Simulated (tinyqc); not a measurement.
# Zener tunnelling in a reverse-biased junction, two-band WKB: two studies

Abrupt p-n junction, depletion approximation. Energies E are counted from the conduction-band edge of the neutral n side; its Fermi level lies at dn, that of the p side at dn - V, and the valence-band edge of the neutral p side at Em = dn + dp - V. Tunnelling needs 0 < E < Em. Two-band dispersion with equal masses m: inside the gap kappa = sqrt(m u (1 - u/Eg)/C), u the distance from a band edge, C = hbar^2/(2 m0).

Values chosen for this exercise; band and dielectric values close to those of germanium: temperature T = 300 K; band gap Eg = 0.649 eV; relative permittivity eps_r = 15.8; conduction-band density of states at 300 K Nc = 1.02e19 cm^-3; valence-band density of states at 300 K Nv = 6.02e18 cm^-3; band-edge mass of the two-band model m = 0.053 m0; acceptor density Na = 2.7e18 cm^-3; donor density Nd = 3.4e18 cm^-3; bias of the p side V = -1.8 V.

Constants: q = 1.602176634e-19 C, kB = 1.380649e-23 J/K, hbar = 1.054571817e-34 J s, h = 6.62607015e-34 J s, m0 = 9.1093837015e-31 kg, Vt = kB T/q, eps0 = 8.8541878128e-14 F/cm where lengths are in cm, hbar^2/(2 m0) = 0.0380998212 eV nm^2. Results are converted to the units shown.

Each table varies one quantity; the others keep the values above.

## Effect of the band gap with the mass tied to it

The mass follows the gap, m = 0.053 Eg/0.649 eV, as in a two-band model with a fixed matrix element; Nc, Nv and eps_r are held. Nd = Nc F12(dn/Vt), Na = Nv F12(dp/Vt), F12(x) = (2/sqrt(pi)) int_0^infinity sqrt(u)/(1 + exp(u - x)) du; dn = EF - Ec on the n side, dp = Ev - EF on the p side (negative outside the bands); Vbi = Eg + dn + dp. W = sqrt(2 eps0 eps_r (Vbi - V)(1/Na + 1/Nd)/q), mean field F = (Vbi - V)/W, peak field 2 F. In a uniform field F the exponent is S = pi sqrt(m/C) Eg^1.5/(4 F). Transverse energy Et = C kt^2/m raises it to S (1 + 4 Et/Eg), so T = exp(-S) exp(-Et/Eb) with Eb = Eg/(4 S). KJ = (2 q^2/h) m/(4 pi C) (times 1e14 for A/cm^2 per eV^2). J = KJ exp(-S) Eb times the integral from 0 to Em of [f(E - dn) - f(E - dn + V)] [1 - exp(-min(E, Em - E)/Eb)] dE, f(x) = 1/(1 + exp(x/Vt)), with S and Eb from the mean field; J > 0 flows from p to n.

Results:

| Eg (eV) | Vbi (V) | mean field (MV/cm) | S | J (A/cm^2) | S at fixed m |
|---|---|---|---|---|---|
| 0.32 | 0.2780 | 0.4232 | 2.782 | -1.272e6 | 3.963 |
| 0.42 | 0.3780 | 0.4332 | 4.682 | -1.963e5 | 5.820 |
| 0.6 | 0.5580 | 0.4508 | 9.183 | -2280 | 9.551 |
| 0.7 | 0.6580 | 0.4602 | 12.24 | -109.5 | 11.79 |
| 0.79 | 0.7480 | 0.4686 | 15.31 | -5.168 | 13.88 |
| 0.88 | 0.8380 | 0.4768 | 18.68 | -0.1826 | 16.04 |
| 0.97 | 0.9280 | 0.4849 | 22.31 | -0.004890 | 18.25 |

Estimate the missing row, Eg = 0.51 eV.

Computed row:

| Eg (eV) | Vbi (V) | mean field (MV/cm) | S | J (A/cm^2) | S at fixed m |
|---|---|---|---|---|---|
| 0.51 | 0.4680 | 0.4421 | 6.765 | -2.503e4 | 7.631 |

With this row back in the table: S rises from 2.78 to 22.3, as Eg^(1.88), against Eg^(1.38) at fixed m; at a fixed field the powers would be 2 and 1.5, and the field grows with Vbi. |J| falls from 1.27e6 to 0.00489 A/cm^2. Where S is below about 4, a WKB prefactor of 1 is a rough guess.

## Effect of the doping Na

Same model as above.

Result of one run:

| Na (cm^-3) | Vbi (V) | mean field (MV/cm) | S | J (A/cm^2) |
|---|---|---|---|---|
| 7.6e18 | 0.6410 | 0.5730 | 8.452 | -6081 |

What becomes of these results when the acceptor density Na is changed from 7.6e18 to 1.8e18 cm^-3, all else the same?

Result of the changed run:

| Na (cm^-3) | Vbi (V) | mean field (MV/cm) | S | J (A/cm^2) |
|---|---|---|---|---|
| 1.8e18 | 0.5951 | 0.4018 | 12.05 | -114.7 |

The whole series:

| Na (cm^-3) | Vbi (V) | mean field (MV/cm) | S | J (A/cm^2) |
|---|---|---|---|---|
| 9e17 | 0.5759 | 0.3112 | 15.57 | -2.637 |
| 1.3e18 | 0.5860 | 0.3585 | 13.51 | -23.78 |
| 1.8e18 | 0.5951 | 0.4018 | 12.05 | -114.7 |
| 2.6e18 | 0.6059 | 0.4505 | 10.75 | -475.9 |
| 3.7e18 | 0.6166 | 0.4952 | 9.781 | -1383 |
| 5.3e18 | 0.6283 | 0.5367 | 9.025 | -3203 |
| 7.6e18 | 0.6410 | 0.5730 | 8.452 | -6081 |

The mean field rises from 0.311 to 0.573 MV/cm, as Na^(0.29), S falls from 15.6 to 8.45, and |J| rises from 2.64 to 6080 A/cm^2: 3.36 decades, of which exp(-S) accounts for 3.09.

Range of the model: The two-band model describes a direct gap; phonon-assisted tunnelling across an indirect gap is left out. Parabolic densities of states, no band tails and no gap narrowing, all of which matter at such doping.

Numbers from tinyqc (`OMP_NUM_THREADS=1 python tinyqc.py 2620128 2620129 out.jsonl`; about 0.03 s on one thread of a shared Intel Xeon 2.30GHz).
